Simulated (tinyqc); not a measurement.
# Worked calculation: energy and delay of logic against supply voltage

Numbers from tinyqc (`OMP_NUM_THREADS=1 python tinyqc.py 2082141 2082142 out.jsonl`; about 0.01 s on one thread of a shared Intel Xeon 2.30GHz). Printed values are rounded.

One expression serves below and above threshold: I(Vg) = Ik [ln(1 + exp((Vg - VT + dd V)/(al nf Vt)))]^al, with I_on = I(V) and I_off = I(0). Gate delay td = kd C V/I_on, clock period LD td. Per gate and cycle the switching energy is act C V^2 and the leakage energy I_off V LD td. No short-circuit current, no variation. Minima are sought above 0.09 V; below a few Vt gates no longer switch and the model has no meaning.

Values chosen for this exercise; values of the order met in logic technologies:
- T = 250 K (temperature)
- VT = 0.43 V (threshold voltage at zero drain bias)
- nf = 1.29 (slope factor)
- dd = 0.09 (barrier lowering per volt of supply)
- Ik = 0.91 uA (specific current of a gate)
- al = 1.52 (exponent of the current law)
- C = 1.4 fF (load capacitance of a gate)
- kd = 1 (delay factor)
- LD = 30 (logic depth)
- act = 0.3 (activity factor)
- V = 0.72 V (supply voltage)

Constants: q = 1.602176634e-19 C, kB = 1.380649e-23 J/K, Vt = kB T/q. Results are converted to the units shown.

## Currents, delay and energies

I_on, I_off, td, clock frequency 1/(LD td), both energies and their sum.

I_on = 23.1153 uA
I_off = 0.00178617 nA
td = 43.6074 ps
clock frequency = 0.764396 GHz
switching energy = 217.728 aJ
leakage energy = 0.00168243 aJ
energy = 217.730 aJ

I_on/I_off = 1.29e7; leakage makes up 7.73e-4 % of the energy.

## Starting value

V = 0.18 V.

V at the start = 0.18 V

## Iteration 1: new V

Minimum-energy supply: E(V) is the energy per gate and cycle; with h = 0.001 V, E' = (E(V + h) - E(V - h))/(2 h), E'' = (E(V - h) - 2 E(V) + E(V + h))/h^2, V(new) = V - E'/E''.

E' = 99.1324 aJ/V
E'' = 2005.48 aJ/V^2
V after iteration 1 = 0.130569 V

## Iteration 2: new V

As before.

E' = -25.1048 aJ/V
E'' = 2860.02 aJ/V^2
V after iteration 2 = 0.139347 V

## Course of the iteration

Stop when the step is below 1e-9 V, or after 40 iterations.

Course of the iteration:
```
iteration  V before the step (V)  step (V)
1                           0.18   -0.0494
2                       0.130569   8.78e-3
3                       0.139347   4.08e-5
4                       0.139388   4.44e-9
5                       0.139388  1.40e-13
```

Converged in 5 iterations. There leakage makes up 39.9 % of the energy and the clock runs at 0.00701 MHz.
